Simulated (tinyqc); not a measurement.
Inside a calculation. Model: composition and strain of an epitaxial Si(1-x)Ge(x) layer from Raman and X-ray peaks. Computed by tinyqc, a small Python program that keeps every step. Command: `OMP_NUM_THREADS=1 python tinyqc.py 3013671 3013672 out.jsonl epiraman walk`. One thread of a shared host (Intel(R) Xeon(R) Processor @ 2.30GHz), about 0.01 s of CPU time with the checks. Intermediate numbers are printed to about 6 digits and carried at full precision; extremes and crossings named in words are read from the listed rows.

A (001) layer, biaxially strained in the plane. The Raman peaks follow empirical lines omega = w0 + c1 x + c3 x^3 + b eps (c3 for Si-Ge alone), with eps the in-plane strain.

Inputs (values chosen for the exercise, modelled on silicon-germanium):
```
quantity                        value      unit
Ge fraction x                    0.34         -
degree of relaxation R           0.59         -
lattice constant of Si          5.431  angstrom
lattice constant of Ge          5.658  angstrom
bowing B                        0.026  angstrom
2 C12/C11 of Si                 0.776         -
2 C12/C11 of Ge                  0.75         -
Si-Si: w0                       521.1      1/cm
Si-Si: c1                       -70.1      1/cm
Si-Si: strain coefficient b      -705      1/cm
Si-Ge: w0                       400.4      1/cm
Si-Ge: c1                        24.2      1/cm
Si-Ge: c3                       -31.8      1/cm
Si-Ge: strain coefficient b      -536      1/cm
Ge-Ge: w0                       280.6      1/cm
Ge-Ge: c1                        19.9      1/cm
Ge-Ge: strain coefficient b      -420      1/cm
uncertainty of a Raman peak       0.1      1/cm
X-ray wavelength             1.540598  angstrom
```

Substrate: silicon. Pair of peaks used: Si-Si and Ge-Ge.

## Lattice constants and strain

Relaxed lattice constant a(x) = a_Si + (a_Ge - a_Si) x - B x (1 - x). In-plane constant a_par = a_sub + R (a(x) - a_sub); eps = a_par/a(x) - 1; eps_perp = -(2 C12/C11) eps with 2 C12/C11 linear in x; a_perp = a(x) (1 + eps_perp).

relaxed constant a(x) = 5.50235 angstrom

substrate constant a_sub = 5.431 angstrom

a_par = 5.47309 angstrom

in-plane strain eps = -5.31622 per mille

strain along the normal = 4.07839 per mille

a_perp = 5.52479 angstrom

The layer is under compression in the plane and is stretched along the normal.

## Raman peaks

Insert x and eps in the three lines; the strain part is b eps.

Si-Si peak = 501.014 1/cm

Si-Ge peak = 410.228 1/cm

Ge-Ge peak = 289.599 1/cm

strain parts (1/cm): Si-Si 3.74794, Si-Ge 2.84950, Ge-Ge 2.23281

Read as unstrained, the Si-Si peak would give x = 0.287 in place of 0.34.

## X-ray (004) reflection

Bragg angle theta = arcsin(2 lambda/a) for (004), for the substrate with a_sub and the layer with a_perp; separation in arc seconds.

theta of the substrate = 34.5646 degree

theta of the layer = 33.8972 degree

separation, layer less substrate = -2402.72 arcsec

## Back from two peaks to composition and strain

Unknowns x and eps (per mille). Newton steps: J d = (measured - model), J = [d omega/dx, d omega/d eps] for the two peaks; start at x = 0.5, eps = 0; stop when |d| < 1e-9. The peaks are rounded to 0.001 per cm; R = (a(x)(1 + eps) - a_sub)/(a(x) - a_sub).

peaks used (1/cm): Si-Si 501.014, Ge-Ge 289.599

Iterations:
```
step         x  eps (per mille)  residual 1 (1/cm)  residual 2 (1/cm)
0     0.500000          0.00000             14.964             -0.951
1     0.340002         -5.31655              0.000              0.000
```

recovered x = 0.340002

recovered eps = -5.31655 per mille

recovered R = 0.59

## Which pair of peaks is best

For each pair invert J = [d omega/dx, d omega/d eps] at the true x. Independent errors of the given size in both peaks give sigma_x and sigma_eps = uncertainty x (norm of the rows of the inverse of J).

Error propagation:
```
pair               det J     sigma_x  sigma_eps (per mille)
Si-Si and Si-Ge  46.8597  0.00188994               0.152213
Si-Si and Ge-Ge  43.4715  0.00188773               0.167627
Si-Ge and Ge-Ge  5.13426   0.0132629               0.464805
```

The pair Si-Si and Ge-Ge fixes x best (sigma_x = 0.0019) and Si-Ge and Ge-Ge worst (0.013), a factor 7.0. Strain moves all peaks the same way, so a good pair needs different ratios of composition slope to strain coefficient, best of opposite sign; the slopes here are -70.1, 13.2 and 19.9 per cm for Si-Si, Si-Ge and Ge-Ge. Errors in the coefficients themselves are not counted.

## Relaxation at fixed composition

(004) Bragg angle theta = arcsin(2 lambda/a), with a = a_perp for the layer and a_sub for the substrate; separation = layer less substrate. The apparent x is the one that a fully strained layer (R = 0) would need to give the same a_perp.

Signatures; columns: (1) R; (2) eps (per mille); (3) Si-Si (1/cm); (4) Ge-Ge (1/cm); (5) a_perp (angstrom); (6) (004) separation (arcsec); (7) apparent x if R = 0 is assumed:
```
(1)        (2)      (3)      (4)      (5)       (6)       (7)
0.00  -12.9664  506.407  292.812  5.55708  -3207.02  0.340000
0.15  -11.0214  505.036  291.995  5.54887  -3003.62  0.318604
0.30   -9.0765  503.665  291.178  5.54066  -2799.49  0.297112
0.50   -6.4832  501.837  290.089  5.52971  -2526.15  0.268303
0.70   -3.8899  500.008  289.000  5.51877  -2251.49  0.239315
0.85   -1.9450  498.637  288.183  5.51056  -2044.61  0.217455
1.00    0.0000  497.266  287.366  5.50235  -1836.97  0.195491
```

Full relaxation moves the Si-Si peak by -9.14 per cm and shrinks the X-ray separation to 57 % of its strained value, about 1/(1 + 2 C12/C11). A symmetric reflection alone cannot part x from R: a relaxed layer read as strained gives x = 0.195 in place of 0.34. An asymmetric reflection or a second peak is needed.

Checks made by the program: recovered composition (relative difference 7e-06).
